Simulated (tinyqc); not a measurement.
Worked calculation: Schottky barrier with interface states (Cowley-Sze model), image lowering and contact resistance. Computed by tinyqc, a small Python program that keeps every step. Command: `OMP_NUM_THREADS=1 python tinyqc.py 3023570 3023571 out.jsonl pinning walk`. One thread of a shared host (Intel(R) Xeon(R) Processor @ 2.30GHz), about 0.01 s of CPU time with the checks. Intermediate numbers are printed to about 5 digits and carried at full precision; extremes and crossings named in words are read from the listed rows.

An n-type semiconductor under a metal. The barrier lies between the Schottky-Mott limit phi_M - chi and the Bardeen limit E_g - E_n, E_n being the neutrality level of the interface states; the space-charge term of the full Cowley-Sze expression is left out.

Inputs (values chosen for the exercise, with gap, mass and screening modelled on silicon):
```
quantity,value,unit
gap E_g,1.11,eV
electron affinity chi,4.09,eV
metal work function phi_M,4.76,eV
neutrality level E_n above the valence band,0.207,eV
interface-state density D,7.9e+13,cm^-2 eV^-1
dipole layer thickness delta,0.47,nm
dipole layer constant eps_i,4,-
dielectric constant eps_s,11.9,-
electron mass m_e,0.333,m_0
valleys M_c,6,-
donor density N,2.2e+15,cm^-3
temperature T,200,K
reverse bias V_r,2,V
```

Pinning factor from: interface states.

Constants: e = 1.602176634e-19 C; eps_0 = 8.8541878128e-12 F/m; k_B = 8.617333262e-05 eV/K; m_0 = 9.1093837015e-31 kg; k_B = 1.380649e-23 J/K; h = 6.62607015e-34 J s; hbar = 1.054571817e-34 J s.

## Pinning factor and barrier

S = 1/(1 + e^2 D delta/(eps_i eps_0)); for D per eV, e^2 D is the number e x D in SI units, with 1 cm^-2 = 1e4 m^-2. phi_B = S (phi_M - chi) + (1 - S)(E_g - E_n); the hole barrier is E_g - phi_B.

pinning factor S = 0.37318

Schottky-Mott barrier = 0.67 eV

Bardeen barrier = 0.903 eV

barrier phi_B = 0.81605 eV

hole barrier = 0.29395 eV

The contact is partly pinned.

## Depletion layer and image lowering under reverse bias

N_c = 2 M_c (2 pi m_e k_B T/h^2)^(3/2); xi = E_c - E_F solves N = N_c F_1/2(-xi/k_B T) (bisection; full ionisation). F_1/2(eta) = (2/sqrt(pi)) int_0^infinity sqrt(x)/(1 + exp(x - eta)) dx, by the trapezoid rule in t = sqrt(x) with step 0.02 up to t = 12 (for eta < -12 by exp(eta) - exp(2 eta)/2^(3/2)). V_bi = phi_B - xi; W = sqrt(2 eps_s eps_0 (V_bi + V_r - k_B T/e)/(e N)); field at the metal E_m = e N W/(eps_s eps_0); image lowering sqrt(e E_m/(4 pi eps_s eps_0)).

N_c = 1.5749e+19 cm^-3

xi = 0.15298 eV

built-in voltage V_bi = 0.66307 V

depletion width W = 1257.7 nm

field E_m = 42074 V/cm

image lowering = 0.022564 eV

## Thermionic current

A* = 4 pi e m_e M_c k_B^2/h^3 (a simple valley count); J_s = A* T^2 exp(-phi/k_B T). J_0 uses phi_B; the reverse current uses phi_B less the image lowering, times 1 - exp(-V_r/k_B T).

Richardson constant A* = 240.11 A cm^-2 K^-2

J_0 = 2.6238e-14 A/cm^2

thermionic reverse current = 9.7164e-14 A/cm^2

Image lowering raises the reverse current by a factor 3.70.

## Tunnelling scale and contact resistivity

E_00 = (e hbar/2) sqrt(N/(m_e eps_s eps_0)), E_0 = E_00 coth(E_00/k_B T); scaling form of the contact resistivity rho_c = (k_B/(e A* T)) exp(phi_B/E_0), which is the thermionic result when E_00 << k_B T and keeps only the leading exponential of tunnelling when E_00 >> k_B T; image lowering is left out of it.

E_00 = 4.3746e-04 eV

E_00/k_B T = 0.025383

E_0 = 0.017238 eV

contact resistivity rho_c = 6.5022e+11 ohm cm^2

With the usual bounds 0.5 and 5 on E_00/k_B T the regime is thermionic emission; so large a rho_c means a blocking contact.

## Choosing the metal

The formulas are those given above.

Against work function:
```
phi_M (eV),Schottky-Mott (eV),phi_B (eV),J_0 (A/cm^2),rho_c (ohm cm^2)
4.09,0.00,0.56602,5.2408e-08,3.2654e+05
4.25,0.16,0.62573,1.6399e-09,1.0428e+07
4.41,0.32,0.68544,5.1312e-11,3.3302e+08
4.57,0.48,0.74515,1.6056e-12,1.0635e+10
4.72,0.63,0.80112,6.2384e-14,2.7352e+11
4.88,0.79,0.86083,1.9520e-15,8.7350e+12
5.04,0.95,0.92054,6.1079e-17,2.7895e+14
5.20,1.11,0.98025,1.9112e-18,8.9084e+15
```

A span of 1.11 eV in work function moves the barrier by 0.414 eV (slope S = 0.373) and rho_c by 10.4 decades. The barrier equals its Schottky-Mott value only at phi_M = chi + E_g - E_n = 4.99 eV, where the interface states are neutral.

## Doping the contact

Regimes: thermionic below E_00/k_B T = 0.5, field emission above 5.

Against doping:
```
N (cm^-3),1e10/sqrt(N),E_00/k_B T,rho_c (ohm cm^2),regime
1.00e+16,1.0000e+02,5.4116e-02,6.2723e+11,thermionic emission
1.00e+17,3.1623e+01,1.7113e-01,4.1597e+11,thermionic emission
1.00e+18,1.0000e+01,5.4116e-01,1.0479e+10,thermionic-field emission
3.00e+18,5.7735e+00,9.3732e-01,2.2732e+07,thermionic-field emission
1.00e+19,3.1623e+00,1.7113e+00,3.2424e+02,thermionic-field emission
3.00e+19,1.8257e+00,2.9641e+00,1.4278e-02,thermionic-field emission
1.00e+20,1.0000e+00,5.4116e+00,1.1315e-05,field emission
3.00e+20,5.7735e-01,9.3732e+00,2.8041e-07,field emission
1.00e+21,3.1623e-01,1.7113e+01,2.8547e-08,field emission
```

Over the thermionic rows rho_c changes by a factor 1.5 only, and then it falls fast, by 19.3 decades in all; in field emission ln rho_c is linear in 1/sqrt(N). It passes below 1e-7 ohm cm^2 at N = 1e21 cm^-3 of those listed.

Checks made by the program: charge in the layer against the field (relative difference below 1e-10).
